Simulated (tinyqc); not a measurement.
# Single-junction solar cell, detailed-balance limit, step by step

Program tinyqc, `OMP_NUM_THREADS=1 python tinyqc.py 2820022 2820023 out.jsonl`; Intel Xeon 2.30GHz, shared host, one thread, about 0.01 s. Printed values are rounded.

Every photon above the gap Eg makes one pair and none below is absorbed; carriers thermalise at T and move without loss. Jsc = q fs X Phi(Eg, Ts); the dark current is J0 = q ge Phi(Eg, T)/ERE with the Boltzmann factor exp(V/Vt). The efficiency is the electrical power over fs X sigma Ts^4.

Inputs (values chosen for the exercise): cell temperature T = 320 K; temperature of the black-body sun Ts = 5760 K; share of the hemisphere filled by the sun fs = 2.16e-5; concentration X = 100; external radiative efficiency ERE = 0.01; number of faces that emit ge = 1; band gap Eg = 1.44 eV.

Constants: q = 1.602176634e-19 C, kB = 1.380649e-23 J/K, h = 6.62607015e-34 J s, c = 299792458 m/s, Vt = kB T/q. Results are converted to the units shown.

## Photon flux of the source, term by term

Photon flux above E from a black body at temperature T into a hemisphere: Phi(E, T) = A sum_k exp(-k E/th)[E^2 th/k + 2 E th^2/k^2 + 2 th^3/k^3], k = 1, 2, ..., with th = kB T/q in eV and A = 2 pi q^3/(h^3 c^2). The first six terms at E = Eg, T = Ts are listed; the flux takes all.

th = 0.496358 eV
A = 9.88329e22 cm^-2 s^-1 eV^-3
terms k = 1..6 (eV^3): [0.109009, 0.00218273, 7.15523e-5, 2.78744e-6, 1.18450e-7, 5.30274e-9]
Phi(Eg, Ts) = 1.09967e22 cm^-2 s^-1

The first term, the Boltzmann limit, holds 98.0 % of the flux.

## Photocurrent, dark current and incident power

Photon flux above E from a black body at temperature T into a hemisphere: Phi(E, T) = A sum_k exp(-k E/th)[E^2 th/k + 2 E th^2/k^2 + 2 th^3/k^3], k = 1, 2, ..., with th = kB T/q in eV and A = 2 pi q^3/(h^3 c^2). Jsc = q fs X Phi(Eg, Ts), J0 = q ge Phi(Eg, T)/ERE. Pin = fs X sigma Ts^4, sigma = 2 pi^5 kB^4/(15 h^3 c^2).

Jsc = 3805.64 mA/cm^2
J0 = 1.97010e-15 mA/cm^2
Pin = 13482.0 mW/cm^2

## Iteration 1: maximum power point by substitution

v at the start = 0

v = Vmp/Vt solves (1 + v) exp(v) = 1 + Jsc/J0; v(new) = ln[(1 + Jsc/J0)/(1 + v)].

v after iteration 1 = 42.1049

## Iteration 2: maximum power point by substitution

As before.

v after iteration 2 = 38.3413

## Course of the iteration: maximum power point by substitution

Stop when v changes by less than 1e-10, or after 40 iterations.

Course of the iteration:
```
iteration        v  |change|
1          42.1049      42.1
2          38.3413      3.76
3          38.4327    0.0914
4          38.4303   2.32e-3
5          38.4304   5.88e-5
6          38.4304   1.49e-6
7          38.4304   3.78e-8
8          38.4304  9.60e-10
9          38.4304  2.43e-11
```

Converged in 9 iterations. At the end each change is about 0.025 times the one before, with alternating sign: linear convergence.

## Voltages, fill factor and efficiency

v = 38.4304

Voc = Vt ln(1 + Jsc/J0), Vmp = v Vt, Jmp = Jsc - J0 (exp(v) - 1), FF = Vmp Jmp/(Voc Jsc), efficiency Vmp Jmp/Pin.

Voc = 1.16106 V
Eg/q - Voc = 0.278937 V
Vmp = 1.05974 V
Jmp = 3709.12 mA/cm^2
FF = 0.889581
efficiency = 29.1550 %

Of the voltage deficit, Vt ln(1/ERE) = 127 mV is due to non-radiative recombination.
